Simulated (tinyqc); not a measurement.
Critical temperature from a phonon spectrum: McMillan, Allen-Dynes and the linearised Eliashberg equation: one step, computed by the program tinyqc.

alpha^2 F(omega) = sum_i (lambda_i omega_i/2) delta(omega - omega_i), so that lambda = 2 int alpha^2 F/omega d omega = sum_i lambda_i.

Problem. Largest eigenvalue of the small kernel. K is the kernel of the linearised Eliashberg equation on the Matsubara points omega_n = (2n + 1) pi k_B T; T_c is where its largest eigenvalue rho is zero. Diagonalise K; at rho = 0 the eigenvector c is the gap function Delta_n/omega_n up to a factor; away from it Delta_n/Delta_0 = (2n + 1) c_n/c_0 is only an estimate.

Inputs (values chosen for the exercise, for a model metal): trial temperature = 83.2 K.

Peaks in alpha^2 F: three.

K, lower triangle (symmetric):
```
          1         2         3          4          5
1  -0.09198
2   1.64448  -4.96579
3   1.02219   1.26588  -8.67891
4   0.64359   0.78200   1.10774  -11.79349
5   0.40340   0.48545   0.67436    1.03215  -14.56385
```

Give: largest eigenvalue rho; Delta_n/Delta_0.

Solution.

largest eigenvalue rho = 0.7261

Delta_n/Delta_0: 1.000  1.031  0.847  0.644  0.459

rho > 0: in this small matrix the trial temperature lies below T_c.
